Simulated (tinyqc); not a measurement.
# Lossy package transmission line with skin effect: effect of the load resistance

A uniform line in a homogeneous dielectric: c = sqrt(er)/(c0 Z0), l = Z0 sqrt(er)/c0 (c0 = 299792458 m/s), g = w c td, w = 2 pi f. The resistance joins its limits as r = sqrt(r_dc^2 + r_hf^2), with r_dc = rho/(wd th), r_hf = kr rho/(2 delta (wd + th)), delta = sqrt(rho/(pi f mu0)), mu0 = 4 pi 1e-7 H/m; this is an interpolation, and internal inductance, up to 0.05 nH/mm at low frequency, is neglected.

gamma = sqrt((r + i w l)(g + i w c)) = alpha + i beta, Zc = sqrt((r + i w l)/(g + i w c)), roots with positive real part; loss 8.685889638 alpha in dB; phase velocity w/beta. ZL = 1/(1/RL + i w CL); reflection (ZL - Zc)/(ZL + Zc); Zin = Zc (ZL + Zc tanh(gamma len))/(Zc + ZL tanh(gamma len)); H = V_load/V_source = [Zin/(Zin + Rg)]/[cosh(gamma len) + (Zc/ZL) sinh(gamma len)].

Inputs (values chosen for the exercise):
- wd = 38 um (width of the strip)
- th = 13 um (thickness of the strip)
- rho = 1.8 uohm cm (resistivity)
- er = 4.2 (relative permittivity)
- td = 0.005 (loss tangent)
- Z0 = 75 ohm (lossless impedance sqrt(l/c))
- kr = 1.2 (factor for crowding and the return path)
- len = 18 mm (length)
- Rg = 100 ohm (source resistance)
- CL = 20 fF (load capacitance)
- f = 1.7 GHz (frequency)

The same in every row: r (ohm/mm) = 0.1343; r/(w l) = 0.02453; loss (dB/mm) = 0.009364; |Zc| (ohm) = 75.01; phase velocity over c0 = 0.4879; length in wavelengths = 0.2092.

Results:
```
RL (ohm)  |H| (dB)
10          -19.29
25          -13.03
50          -9.261
75          -7.530
150         -5.371
10000       -2.557
```

Estimate the missing row, RL = 500 ohm.

Computed row:
```
RL (ohm)  |H| (dB)
500         -3.467
```

With this row back in the table: As RL goes from 10 to 10000, the loss stays at 0.00936 dB/mm, |Zc| stays at 75.0 ohm and |H| goes from -19.3 to -2.56 dB, with its highest value among the rows, -2.56 dB, at RL = 10000.

Program tinyqc, `OMP_NUM_THREADS=1 python tinyqc.py 2810164 2810165 out.jsonl`; Intel Xeon 2.30GHz, shared host, one thread, about 0.01 s.
